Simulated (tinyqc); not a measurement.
# Carrier lifetime of a p-type layer with SRH, radiative, Auger and surface recombination: what changes with what

Uniform excess density dn = dp (no trapping), n = n0 + dn, p = p0 + dn, Boltzmann statistics, full ionisation. Surfaces enter as a rate 2 S dn/d, which holds while diffusion to them is fast.

Parameters, values chosen for the exercise; band and dielectric values close to those of indium phosphide: temperature T = 300 K; band gap Eg = 1.32 eV; conduction-band density of states at T Nc = 5.68e17 cm^-3; valence-band density of states at T Nv = 1.09e19 cm^-3; radiative coefficient B = 1.22e-10 cm^3/s; acceptor density N = 1.9e15 cm^-3; Auger coefficient (two electrons) Cn = 3e-30 cm^6/s; Auger coefficient (two holes) Cp = 2.1e-30 cm^6/s; trap density Nt = 1.9e10 cm^-3; capture cross-section for electrons sn = 5e-14 cm^2; capture cross-section for holes sp = 1e-15 cm^2; thermal velocity (both carriers) vth = 1.7e7 cm/s; trap level below the conduction band Et = 0.7 eV; surface recombination velocity (both faces) S = 200 cm/s; sample thickness d = 90 um.

Constants: q = 1.602176634e-19 C, kB = 1.380649e-23 J/K, Vt = kB T/q. Results are converted to the units shown.

Each table varies one quantity; the others keep the values above.

## Lifetime against injection

ni = sqrt(Nc Nv) exp(-Eg/(2 Vt)), Eg in volts; majority density N/2 + sqrt(N^2/4 + ni^2), n0 p0 = ni^2; n1 = Nc exp(-Et/Vt), p1 = Nv exp((Et - Eg)/Vt); tn0 = 1/(sn vth Nt), tp0 = 1/(sp vth Nt). With e = n p - ni^2 = dn (n0 + p0 + dn): U_SRH = e/(tp0 (n + n1) + tn0 (p + p1)), U_rad = B e, U_Aug = (Cn n + Cp p) e, U_s = 2 S dn/d. Each tau is dn over its rate; tau = dn/U with U the sum.

The same in every row: tau_s (s) = 2.250e-5.

Result of one run:
```
dn (cm^-3)  tau_SRH (s)  tau_rad (s)  tau_Aug (s)   tau (s)  radiative share (%)  largest path
1e18           0.003152     8.181e-9     1.956e-7  7.850e-9                95.95     radiative
```

What becomes of these results when the excess density dn is changed from 1e18 to 1e12 cm^-3, all else the same?

Result of the changed run:
```
dn (cm^-3)  tau_SRH (s)  tau_rad (s)  tau_Aug (s)   tau (s)  radiative share (%)  largest path
1e12           6.355e-5     4.312e-6       0.1317  3.423e-6                79.40     radiative
```

The whole series:
```
dn (cm^-3)  tau_SRH (s)  tau_rad (s)  tau_Aug (s)    tau (s)  radiative share (%)  largest path
1e11           6.208e-5     4.314e-6       0.1319   3.420e-6                79.29     radiative
1e12           6.355e-5     4.312e-6       0.1317   3.423e-6                79.40     radiative
1e13           7.813e-5     4.291e-6       0.1296   3.445e-6                80.28     radiative
1e14           2.167e-4     4.098e-6       0.1111   3.412e-6                83.26     radiative
1e15           0.001129     2.826e-6      0.03793   2.505e-6                88.64     radiative
1e16           0.002664     6.888e-7     0.001528   6.679e-7                96.96     radiative
1e17           0.003100     8.044e-8     1.909e-5   7.982e-8                99.22     radiative
1e18           0.003152     8.181e-9     1.956e-7   7.850e-9                95.95     radiative
1e19           0.003157    8.195e-10     1.960e-9  5.779e-10                70.52     radiative
```

Radiative recombination leads at dn = 1e11 and in all other rows. The total lifetime goes from 3.42e-6 through a maximum of 3.45e-6 (at dn = 1e13 among the rows listed) to 5.78e-10 s. tau_SRH goes from 6.21e-5 s (low-injection limit 6.19e-5 s) to 0.00316 s (high-injection limit tn0 + tp0 = 0.00316 s). Between the last two rows tau_rad goes as dn^(-1.00) and tau_Aug as dn^(-2.00); the radiative share goes from 79.3 through a maximum of 99.2 (at dn = 1e17 among the rows listed) to 70.5 %. For dn = 1e18, 1e19 the carriers are degenerate, where B and the Auger coefficients no longer stay constant.

## Effect of the capture cross-section for electrons at dn = 4e15 cm^-3

Same model as above.

Here dn = 4e15 cm^-3.

The same in every row: tau_rad (s) = 1.389e-6; tau_Aug (s) = 0.006949; tau_s (s) = 2.250e-5.

Result of one run:
```
sn (cm^2)  tau_SRH (s)   tau (s)  radiative share (%)  largest path
1e-18            3.098  1.308e-6                94.17     radiative
```

What becomes of these results when the capture cross-section for electrons sn is changed from 1e-18 to 1e-12 cm^2, all else the same?

Result of the changed run:
```
sn (cm^2)  tau_SRH (s)   tau (s)  radiative share (%)  largest path
1e-12         0.002102  1.307e-6                94.11     radiative
```

The whole series:
```
sn (cm^2)  tau_SRH (s)   tau (s)  radiative share (%)  largest path
1e-18            3.098  1.308e-6                94.17     radiative
1e-17           0.3117  1.308e-6                94.17     radiative
1e-16          0.03306  1.308e-6                94.16     radiative
1e-15         0.005195  1.308e-6                94.14     radiative
1e-14         0.002409  1.308e-6                94.12     radiative
1e-13         0.002130  1.307e-6                94.11     radiative
1e-12         0.002102  1.307e-6                94.11     radiative
```

Radiative recombination leads at sn = 1e-18 and in all other rows. tau_SRH falls from 3.10 to 0.00210 s and the total lifetime stays near 1.31e-6 s.

Program tinyqc, `OMP_NUM_THREADS=1 python tinyqc.py 2300029 2300030 out.jsonl`; Intel Xeon 2.30GHz, shared host, one thread, about 0.01 s.
